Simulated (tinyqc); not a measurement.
Worked calculation: plane-wave Kohn-Sham cycle with exchange-only LDA in a layered model solid. One step of it, computed by the program tinyqc.

Problem. Iteration 1: levels at that k. Diagonalise the Hermitian matrix.

H (hartree):
```
           -3         -2         -1         +0         +1         +2         +3
-3   1.596541  -0.380000   0.020000   0.000000   0.000000   0.000000   0.000000
-2  -0.380000   0.568885  -0.380000   0.020000   0.000000   0.000000   0.000000
-1   0.020000  -0.380000  -0.047708  -0.380000   0.020000   0.000000   0.000000
+0   0.000000   0.020000  -0.380000  -0.253239  -0.380000   0.020000   0.000000
+1   0.000000   0.000000   0.020000  -0.380000  -0.047708  -0.380000   0.020000
+2   0.000000   0.000000   0.000000   0.020000  -0.380000   0.568885  -0.380000
+3   0.000000   0.000000   0.000000   0.000000   0.020000  -0.380000   1.596541
```

Give: eigenvalues.

Solution.

eigenvalues (hartree): -0.7300  -0.2569  0.1519  0.6216  0.7277  1.7330  1.7348
